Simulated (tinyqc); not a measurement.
# Read current of a NAND string, cells in series solved by shooting, step by step

Computed by the program tinyqc: `OMP_NUM_THREADS=1 python tinyqc.py 2142101 2142102 out.jsonl`, one thread of a shared Intel Xeon 2.30GHz, about 0.4 s for the whole run. Printed values are rounded.

Cells in series, numbered from 0 at the source line (0 V) to the bit line, each followed by a gap resistance Rg. A cell with gate Vg, threshold VT, source Vs and drain Vd passes I = 2 nf K Vt^2 [F(Vs) - F(Vd)]/(1 + th max(Vg - VT, 0)), F(V) = ln^2(1 + exp((Vg - VT - nf V)/(2 nf Vt))). The selected cell has Vg = Vr, the others Vg = Vp.

Parameters, values chosen for the exercise; values of the order met in vertical NAND strings:
- T = 300 K (temperature)
- K = 15 uA/V^2 (gain factor of a cell)
- nf = 1.4 (slope factor)
- th = 0.15 1/V (mobility reduction factor)
- Rg = 28 kohm (resistance of the gap between cells)
- Vbl = 0.5 V (bit-line voltage)
- Vp = 6.2 V (pass voltage)
- Vr = 1.42 V (read voltage on the selected word line)

Constants: q = 1.602176634e-19 C, kB = 1.380649e-23 J/K, Vt = kB T/q. Results are converted to the units shown.

## Step 1: node voltages for a trial current

first trial current = 0.79 uA
thresholds from the source end, cell 0 to 3 (V): 3.5  3.5  3.5  0.6

For a trial current I start at 0 V and, cell by cell (the selected one is cell 3), solve for the drain: sqrt(F(Vd)) = sqrt(F(Vs) - I/k), k = 2 nf K Vt^2/(1 + th max(Vg - VT, 0)), Vd = [Vg - VT - 2 nf Vt ln(exp(sqrt F) - 1)]/nf, then add I Rg.

node voltage after each cell and gap, trial 1, cell 0 to 3 (V): 0.0497237  0.100189  0.151449  0.285284

## Step 2: node voltages for a trial current

second trial current = 1 uA

As before.

node voltage after each cell and gap, trial 2, cell 0 to 3 (V): 0.0630091  0.127224  0.192756  0.396576

## Course of the secant iteration

Secant steps on the end voltage less Vbl, from the two trials; a trial above the saturation current of a cell has no solution and is moved halfway to the previous trial. Stop below 1e-9 V.

Course of the iteration:
```
iteration	I (uA)	end voltage - Vbl (V)	halvings
1	1.09758	-0.0296	1
2	1.13675	0.0133	0
3	1.12463	-1.66e-3	0
4	1.12598	-9.44e-5	0
5	1.12607	6.72e-7	0
6	1.12607	-2.71e-10	0
```

Converged in 6 iterations to I = 1.1261 uA. The selected cell takes 50.1 % of the bit-line voltage and the gaps together 25.2 %.
